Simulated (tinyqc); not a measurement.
# On-chip interconnect, size-dependent resistivity and RC delay: course in time

A rectangular line between two neighbours and two ground planes. Surface and grain-boundary scattering are added to the bulk resistivity as corrections; capacitances are parallel-plate values without fringing; inductance is ignored.

7 equal pi sections: series Rs = r Lw/7; node capacitances c Lw/7, halved at nodes 0 and 7, with Cl added to node 7; Rd feeds node 0. Elmore delay of node k: the sum, over the resistors on the path to k, of resistance times all capacitance downstream of it.

A 1 V step is applied behind Rd at t = 0. C dv/dt = -G v + b, with G the conductance matrix of the ladder (1/Rs between neighbours, 1/Rd added at node 0) and b = (1 V/Rd, 0, ...). Trapezoidal step: (C/dt + G/2) v(new) = (C/dt - G/2) v + b. The last column solves the same ladder exactly by its modes.

Inputs (values chosen for the exercise):
- Rd = 5100 ohm (driver resistance)
- dt = 22 ps (time step)

Rs = 586.688 ohm

```
node,C (fF)
0,1.42248
1,2.84496
2,2.84496
3,2.84496
4,2.84496
5,2.84496
6,2.84496
7,3.92248
```

Voltages (V):
```
t (ps),node 0,node 3,node 7,"node 7, exact"
22.00,0.4510,0.1440,0.0448,0.0548
44.00,0.3714,0.2939,0.1672,0.1744
66.00,0.5710,0.3651,0.2904,0.2860
88.00,0.5374,0.4678,0.3818,0.3830
110.0,0.6770,0.5304,0.4684,0.4670
132.0,0.6562,0.6002,0.5401,0.5395
154.0,0.7587,0.6516,0.6027,0.6021
176.0,0.7433,0.7004,0.6573,0.6563
198.0,0.8205,0.7411,0.7034,0.7030
220.0,0.8077,0.7757,0.7444,0.7434
242.0,0.8669,0.8074,0.7788,0.7783
264.0,0.8557,0.8323,0.8093,0.8085
```

What do the numbers show?

The far end of the ladder reaches 0.5 V at 119.6 ps, 0.723 of its Elmore delay (ln 2 = 0.693 for a single pole); the slowest mode has a time constant of 150.4 ps. The largest error of the trapezoidal steps at that node is 10 mV. Node 0 swings up and down from step to step: the trapezoidal rule does not damp modes much faster than dt, so these swings are numerical.

Range of the model: The metal width is under the mean free path, where the thick-limit surface term and the simple sum of corrections lose accuracy.

Computed by the program tinyqc: `OMP_NUM_THREADS=1 python tinyqc.py 2100168 2100169 out.jsonl`, one thread of a shared Intel Xeon 2.30GHz, about 0.01 s for the whole run.
